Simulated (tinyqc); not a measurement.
Surface Green function of a dimerised chain, Sancho-Rubio decimation: one step of the calculation.

A semi-infinite lead of cells 0, 1, 2, ... with H0 inside a cell and H1 = <cell i|H|cell i + 1>. Cell A, B with A at the surface; -t1 joins A and B, -t2 joins B to the next A. z = E + i eta.

Problem. Self-energy, Dyson check and densities of states. Sigma = H1 g_s H1^dagger is what the lead adds to one more cell, and (z - H0 - Sigma)^(-1) must give g_s back. Densities of states: -Im of the diagonals over pi.

Inputs (values chosen for the exercise): energy E = 2.18 eV; broadening eta = 0.0002 eV.

H0 (eV):
```
       A      B
A      0  -1.12
B  -1.12      0
```

H1 (eV):
```
    A  B
A   0  0
B  -1  0
```

converged surface Green function g_s (1/eV):
```
                       A                      B
A   0.7780676-0.0003233i  -0.6215959+0.0004902i
B  -0.6215959+0.0004902i   1.2098921-0.0008432i
```

converged bulk Green function (1/eV):
```
                       A                      B
A   1.9717293-0.0033326i  -1.5752080+0.0032503i
B  -1.5752080+0.0032503i   1.9717293-0.0033326i
```

Wanted: Sigma; (z - H0 - Sigma)^(-1); surface density of states; bulk density of states.

Solution.

Sigma (eV):
```
                A               B
A  0.0000+0.0000i  0.0000+0.0000i
B  0.0000+0.0000i  0.7781-0.0003i
```

(z - H0 - Sigma)^(-1) (1/eV):
```
               A              B
A   0.778+0.000i  -0.622+0.000i
B  -0.622+0.000i   1.210-0.001i
```

```
orbital  surface density of states (1e-4 1/eV)  bulk density of states (1e-3 1/eV)
A                                        1.029                               1.061
B                                        2.684                               1.061
```

Computed by the program tinyqc: `OMP_NUM_THREADS=1 python tinyqc.py 2680122 2680123 out.jsonl`, one thread of a shared Intel Xeon 2.30GHz, about 0.01 s for the whole run.
